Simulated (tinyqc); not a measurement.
From tau_t/tau_q, charges back to distance d of the charges from the interface: low-temperature mobility of a two-dimensional electron gas with static screening. Computed by tinyqc, a small Python program. Command: `OMP_NUM_THREADS=1 python tinyqc.py 3015667 3015668 out.jsonl twodeg inv`. One thread of a shared host (Intel(R) Xeon(R) Processor @ 2.30GHz), about 0.02 s of CPU time with the checks.

One subband is filled, the gas is degenerate and scatters at the Fermi circle; one permittivity serves on both sides of the interface. All formulas are in SI units, masses times m_0. Piezoelectric and polar phonons are left out, and n_s is taken as set by a gate, independent of N_i.

Inputs (values chosen for the exercise, modelled on a silicon inversion layer):
```
quantity,value,unit
in-plane mass m,0.19,m_0
mass across the layer m_z,0.925,m_0
permittivity eps,11.8,-
valley degeneracy g_v,2,-
sheet density n_s,7.3e+12,1/cm^2
depletion charge N_d,4.3e+11,1/cm^2
roughness height Delta,0.63,nm
correlation length Lambda,3.4,nm
remote charge density N_i,4.3e+10,1/cm^2
```

Wave function: ideal sheet. Roughness spectrum: exponential.

Constants: m_0 = 9.1093837015e-31 kg; e = 1.602176634e-19 C; eps_0 = 8.8541878128e-12 F/m; hbar = 1.054571817e-34 J s.

Method:
- k_F = sqrt(2 pi n_s/g_v); E_F = hbar^2 k_F^2/(2 m); q_TF = g_v m e^2/(2 pi eps eps_0 hbar^2); Fang-Howard parameter b = [12 m_z e^2 (N_d + 11 n_s/32)/(eps eps_0 hbar^2)]^(1/3), mean depth 3/b; effective field F = e (N_d + n_s/2)/(eps eps_0).
- Form factors of a sheet of zero thickness: G(q) = 1, P(q) = exp(-q d). Dielectric function eps(q) = 1 + q_TF G(q)/q, with q = 2 k_F sin(theta/2).
- Remote charges: <|U|^2> = N_i [e^2 P(q)/(2 eps eps_0 q)]^2.
- 1/tau_t = (m/(pi hbar^3)) int_0^pi (1 - cos theta) <|U|^2>/eps(q)^2 dtheta; the quantum rate 1/tau_q drops the factor (1 - cos theta); 200 Gauss-Legendre points in s with theta = pi s^2, s from 0 to 1; mu = e tau_t/m.

Problem. A run gave the result below. Find the distance d of the charges from the interface, known to lie between 0.22 and 0.67 nm.

tau_t/tau_q, charges = 1.661423

Solution.

Each step takes the trial c = (a f_b - b f_a)/(f_b - f_a), f being the result less the target and a, b, c the logarithms of the listed values; c replaces end b, the old b replaces a if the sign of f changed, and otherwise f_a is halved.

Scan of the range:
```
distance d of the charges from the interface (nm),"tau_t/tau_q, charges"
0.220,1.50169
0.265,1.54388
0.319,1.59700
0.384,1.66475
0.462,1.75184
0.557,1.86701
0.670,2.01804
```

False position (Illinois rule, in the logarithm of the input) inside the bracket:
```
step,end a,end b,trial,"tau_t/tau_q, charges"
1,0.319000,0.384000,0.380517,1.66101
2,0.384000,0.380517,0.380898,1.66142
3,0.384000,0.380898,0.380902,1.66143
4,0.380898,0.380902,0.380900,1.66142
```

tau_t/tau_q, charges rises at every point of a 13-point scan of the range (every second point is shown), so one value fits; it is bracketed by 0.319 and 0.384. Answer: distance d of the charges from the interface = 0.3809 nm.
